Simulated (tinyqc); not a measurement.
# From one set of inputs to another, one input at a time

Model: domain walls in a thin film with perpendicular anisotropy: Bloch, Neel and chiral walls, motion and stripe domains. Computed by tinyqc, a small Python program. Command: `OMP_NUM_THREADS=1 python tinyqc.py 3007620 3007621 out.jsonl mwall ladder`. One thread of a shared host (Intel(R) Xeon(R) Processor @ 2.30GHz), about 0.01 s of CPU time with the checks.

One-dimensional wall: polar angle theta(x), azimuth phi of the moment in the wall (phi = 0 Neel, 90 degrees Bloch). mu_0 = 1.25663706212e-6 T m/A, gamma = 1.76085963023e11 rad/(s T).

The inputs printed are set A. Inputs not listed in the table keep their values of set A, so the rows need not describe a real material.

Inputs (values chosen for the exercise, for a model film):

| quantity | value | unit |
|---|---|---|
| saturation magnetisation M_s | 916 | kA/m |
| exchange stiffness A | 22 | pJ/m |
| uniaxial anisotropy K_u | 1270 | kJ/m^3 |
| DMI constant D | 0.072 | mJ/m^2 |
| thickness t | 2.1 | nm |
| damping alpha | 0.096 | - |
| current density J | 0.76 | 1e12 A/m^2 |
| spin Hall angle theta_SH | 0.12 | - |

Drive: spin-orbit torque.

Constants: hbar = 1.054571817e-34 J s; e = 1.602176634e-19 C.

Method:
- K_eff = K_u - mu_0 M_s^2/2; Delta = sqrt(A/K_eff); sigma_0 = 4 sqrt(A K_eff); profile theta = 2 arctan exp(x/Delta); quality factor Q = 2 K_u/(mu_0 M_s^2).
- sigma(phi) = sigma_0 + 2 Delta K_D cos^2(phi) - pi D cos(phi), with the wall shape anisotropy K_D = N_x mu_0 M_s^2/2, N_x = t ln 2/(pi Delta). The minimum has cos(phi) = D/D_N for D < D_N = 4 Delta K_D/pi and phi = 0 beyond; sigma turns negative at D_c = (sigma_0 + 2 Delta K_D)/pi.
- Spin-orbit drive: B_SL = hbar theta_SH J/(2 e M_s t) acts as the field (pi/2) B_SL cos(phi). Steady state: v = (gamma Delta/alpha)(pi/2) B_SL cos(phi) = gamma Delta [B_D sin(phi) - (B_K/2) sin(2 phi)], B_K = 2 K_D/M_s, B_D = pi D/(2 M_s Delta); the root with phi between its rest value and 90 degrees; v saturates at v_D = gamma Delta B_D.

Each row keeps all changes above it:

| input moved | from | to | width parameter Delta (nm) | D_N (mJ/m^2) | velocity (m/s) |
|---|---|---|---|---|---|
| set A | - | - | 5.442 | 0.31101 | 15.687 |
| spin Hall angle theta_SH | 0.12 | 0.068 | 5.442 | 0.31101 | 12.928 |
| exchange stiffness A (pJ/m) | 22 | 24 | 5.684 | 0.31101 | 13.155 |
| DMI constant D (mJ/m^2) | 0.072 | 0.15 | 5.684 | 0.31101 | 27.177 |
| saturation magnetisation M_s (kA/m) | 916 | 730 | 5.066 | 0.19753 | 38.116 |
| thickness t (nm) | 2.1 | 1.2 | 5.066 | 0.11287 | 48.742 |
| uniaxial anisotropy K_u (kJ/m^3) | 1270 | 426 | 16.225 | 0.11287 | 54.185 |
| damping alpha | 0.096 | 0.024 | 16.225 | 0.11287 | 56.166 |

Width parameter Delta goes from 5.44 to 16.2, a factor 2.98 in all. The largest single move comes from uniaxial anisotropy K_u (a factor 3.20). D_N goes from 0.311 to 0.113, a factor 0.363 in all. The largest single move comes from thickness t (a factor 0.571). Velocity goes from 15.7 to 56.2, a factor 3.58 in all. The largest single move comes from DMI constant D (a factor 2.07), and spin Hall angle theta_SH works against it (a factor 0.824). The single moves hold for this order of the switches; the total does not depend on the order.

Caution (all rows): pinning, heating and tilting of the wall are left out.

Extremes, crossings and ranges named in words are read from the listed rows.
